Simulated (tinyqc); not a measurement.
Metal gate on a two-layer dielectric stack with fixed charge and a dipole: one step of the calculation.

Gate, layer 2, layer 1, p-type semiconductor; x runs from the gate inwards. Charges are counted in units of +q. psi is the band bending at the surface, positive towards inversion. Classical charge, Boltzmann statistics, no interface traps.

Task. Threshold voltage. ni = sqrt(Nc Nv) exp(-Eg/(2 Vt)), Eg in volts, pB = Vt ln(Na/ni), Vth = Vfb + 2 pB + sqrt(4 q eps0 eps_r Na pB)/Cox.

Parameters, values chosen for the exercise; band and dielectric values close to those of silicon, layer 1 close to silicon dioxide, layer 2 close to zirconium oxide:
- T = 300 K (temperature)
- Eg = 1.1 eV (band gap)
- eps_r = 11.6 (relative permittivity)
- Nc = 2.76e19 cm^-3 (conduction-band density of states at T)
- Nv = 2.69e19 cm^-3 (valence-band density of states at T)
- Na = 2.9e16 cm^-3 (acceptor density)

Constants: q = 1.602176634e-19 C, kB = 1.380649e-23 J/K, Vt = kB T/q, eps0 = 8.8541878128e-14 F/cm where lengths are in cm. Results are converted to the units shown.

Vfb = 0.070586732 V
Cox = 3.1492855 uF/cm^2

Find: ni; pB; depletion charge; Vth.

Result.

ni = 1.569e10 cm^-3
pB = 0.3730 V
depletion charge = 0.08438 uC/cm^2
Vth = 0.8434 V

Computed by the program tinyqc: `OMP_NUM_THREADS=1 python tinyqc.py 2010068 2010069 out.jsonl`, one thread of a shared Intel Xeon 2.30GHz, about 0.01 s for the whole run.
